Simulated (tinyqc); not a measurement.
Inside a calculation. Method: coupled-perturbed Hartree-Fock on RHF in the sto-3g basis, for BeH2, spin multiplicity 1. One step of it, computed by the program tinyqc.

Problem. Coupled step 1. U_ai = -(mu_ai + sum_bj [4 (ai|bj) - (ab|ij) - (aj|bi)] U_bj) / (e_a - e_i); alpha = -4 sum U_ai mu_ai.

uncoupled U:
```
           i1         i2         i3
a4  -0.030850  -1.531413  -0.179926
a5   0.000000   0.000000   0.000000
a6  -0.007905  -0.136097  -0.000048
a7   0.000182  -0.018342   0.195242
```

dipole integrals <a|z|i> (bohr):
```
           i1        i2         i3
a4   0.146255  0.952982   0.103801
a5   0.000000  0.000000   0.000000
a6   0.038706  0.105862   0.000035
a7  -0.000952  0.020176  -0.205903
```

orbital energies (hartree): MO1 -4.534466, MO2 -0.415865, MO3 -0.370487, MO4 0.206424, MO5 0.213706, MO6 0.361971, MO7 0.684114

Two-electron integrals over orbitals (pq|rs), unique and non-zero (hartree):
```
(11|11) 2.271955    (21|11) -0.185504   (21|21) 0.023463    (22|11) 0.456705
(22|21) -0.005304   (22|22) 0.381821    (31|11) -0.019111   (31|21) 0.001858
(31|22) -0.003030   (31|31) 0.005200    (32|11) 0.001106    (32|21) -0.001530
(32|22) -0.035995   (32|31) 0.010473    (32|32) 0.150601    (33|11) 0.417231
(33|21) -0.002579   (33|22) 0.377380    (33|31) 0.001912    (33|32) 0.029471
(33|33) 0.413970    (41|11) 0.053704    (41|21) -0.006378   (41|22) 0.003518
(41|31) -0.000701   (41|32) 0.000052    (41|33) 0.001935    (41|41) 0.016647
(42|11) -0.028629   (42|21) 0.001878    (42|22) 0.010110    (42|31) 0.000168
(42|32) -0.002086   (42|33) 0.012221    (42|41) 0.013484    (42|42) 0.047901
(43|11) -0.004277   (43|21) 0.000236    (43|22) -0.003185   (43|31) -0.000197
(43|32) 0.018136    (43|33) 0.005316    (43|41) 0.001420    (43|42) 0.003457
(43|43) 0.016153    (44|11) 0.563189    (44|21) -0.007449   (44|22) 0.350380
(44|31) -0.000722   (44|32) 0.000275    (44|33) 0.333501    (44|41) -0.006355
(44|42) -0.035094   (44|43) -0.004542   (44|44) 0.452909    (51|51) 0.015745
(52|51) 0.014826    (52|52) 0.046926    (53|51) 0.001564    (53|52) 0.003525
(53|53) 0.012680    (54|51) -0.004390   (54|52) -0.011748   (54|53) -0.001330
(54|54) 0.026428    (55|11) 0.569185    (55|21) -0.007177   (55|22) 0.352904
(55|31) -0.000716   (55|32) 0.000221    (55|33) 0.333399    (55|41) 0.001774
(55|42) -0.014150   (55|43) -0.002216   (55|44) 0.398929    (55|55) 0.449859
(61|11) -0.185160   (61|21) 0.023917    (61|22) -0.005337   (61|31) 0.002817
(61|32) 0.000449    (61|33) -0.002390   (61|41) -0.002876   (61|42) 0.005028
(61|43) 0.000531    (61|44) -0.007782   (61|55) -0.005454   (61|61) 0.025533
(62|11) 0.132984    (62|21) -0.005657   (62|22) -0.014153   (62|31) -0.000231
(62|32) 0.010698    (62|33) -0.036570   (62|41) 0.004968    (62|42) -0.006486
(62|43) -0.000103   (62|44) 0.056558    (62|55) 0.066025    (62|61) -0.003836
(62|62) 0.081151    (63|11) 0.022380    (63|21) -0.000684   (63|22) 0.018997
(63|31) -0.000439   (63|32) -0.087099   (63|33) -0.023368   (63|41) 0.000553
(63|42) -0.000221   (63|43) -0.015943   (63|44) 0.010187    (63|55) 0.011537
(63|61) -0.000568   (63|62) 0.005572    (63|63) 0.085588    (64|11) 0.025943
(64|21) 0.000348    (64|22) 0.002177    (64|31) -0.000098   (64|32) -0.001101
(64|33) -0.006892   (64|41) 0.013219    (64|42) 0.034116    (64|43) 0.003834
(64|44) -0.000589   (64|55) 0.011081    (64|61) 0.003844    (64|62) 0.028192
(64|63) 0.005055    (64|64) 0.041701    (65|51) 0.015559    (65|52) 0.044637
(65|53) 0.005337    (65|54) -0.007106   (65|65) 0.047018    (66|11) 0.465117
(66|21) -0.006433   (66|22) 0.375880    (66|31) 0.000008    (66|32) 0.008212
(66|33) 0.388192    (66|41) 0.010184    (66|42) 0.029497    (66|43) 0.004665
(66|44) 0.344009    (66|55) 0.353963    (66|61) -0.003877   (66|62) -0.016142
(66|63) -0.008362   (66|64) 0.016673    (66|66) 0.405069    (71|11) 0.007700
(71|21) -0.002064   (71|22) -0.003702   (71|31) 0.009266    (71|32) 0.016916
(71|33) 0.003638    (71|41) 0.000113    (71|42) -0.000132   (71|43) -0.000718
(71|44) 0.000266    (71|55) 0.000165    (71|61) -0.000411   (71|62) 0.000608
(71|63) 0.000265    (71|64) -0.000351   (71|66) 0.001318    (71|71) 0.017918
(72|11) -0.020388   (72|21) 0.000186    (72|22) 0.009683    (72|31) 0.004522
(72|32) -0.038627   (72|33) -0.004211   (72|41) -0.000172   (72|42) 0.004051
(72|43) -0.014665   (72|44) -0.008916   (72|55) -0.009355   (72|61) 0.000875
(72|62) -0.015395   (72|63) 0.059139    (72|64) -0.002102   (72|66) -0.000046
(72|71) 0.008234    (72|72) 0.058677    (73|11) 0.148428    (73|21) -0.004001
(73|22) 0.000348    (73|31) 0.000255    (73|32) 0.001577    (73|33) -0.017903
(73|41) 0.000091    (73|42) -0.020434   (73|43) -0.003678   (73|44) 0.067659
(73|55) 0.069790    (73|61) -0.003558   (73|62) 0.074421    (73|63) 0.015300
(73|64) 0.015227    (73|66) -0.018628   (73|71) 0.001240    (73|72) -0.008131
(73|73) 0.086211    (74|11) -0.000589   (74|21) 0.000317    (74|22) 0.007311
(74|31) -0.002926   (74|32) -0.033173   (74|33) -0.007183   (74|41) -0.000610
(74|42) -0.002737   (74|43) 0.008737    (74|44) 0.000510    (74|55) -0.000059
(74|61) -0.000376   (74|62) -0.002953   (74|63) 0.021166    (74|64) -0.000677
(74|66) -0.002982   (74|71) -0.005062   (74|72) 0.006673    (74|73) -0.000582
(74|74) 0.024602    (75|51) -0.000719   (75|52) -0.003495   (75|53) 0.012874
(75|54) 0.000375    (75|65) -0.001393   (75|75) 0.016990    (76|11) 0.001171
(76|21) -0.001063   (76|22) -0.029357   (76|31) 0.009174    (76|32) 0.131174
(76|33) 0.029061    (76|41) -0.000384   (76|42) -0.002964   (76|43) 0.019944
(76|44) 0.000290    (76|55) -0.000397   (76|61) 0.000536    (76|62) 0.007730
(76|63) -0.086118   (76|64) -0.002451   (76|66) 0.009045    (76|71) 0.015179
(76|72) -0.046600   (76|73) -0.000013   (76|74) -0.028292   (76|76) 0.127796
(77|11) 0.542912    (77|21) -0.007286   (77|22) 0.400735    (77|31) -0.001441
(77|32) -0.013448   (77|33) 0.410965    (77|41) 0.001693    (77|42) 0.002608
(77|43) -0.001615   (77|44) 0.378042    (77|55) 0.376389    (77|61) -0.007283
(77|62) -0.018275   (77|63) 0.006796    (77|64) -0.006130   (77|66) 0.405970
(77|71) -0.000774   (77|72) 0.005602    (77|73) 0.004565    (77|74) 0.002523
(77|76) -0.009618   (77|77) 0.451641
```

Give: U after step 1; polarisability.

Solution.

U after step 1:
```
        i1      i2      i3
a4  -0.018  -2.029  -0.240
a5   0.000   0.000   0.000
a6  -0.003  -0.228  -0.012
a7   0.000  -0.016   0.187
```

polarisability = 8.096 bohr^3
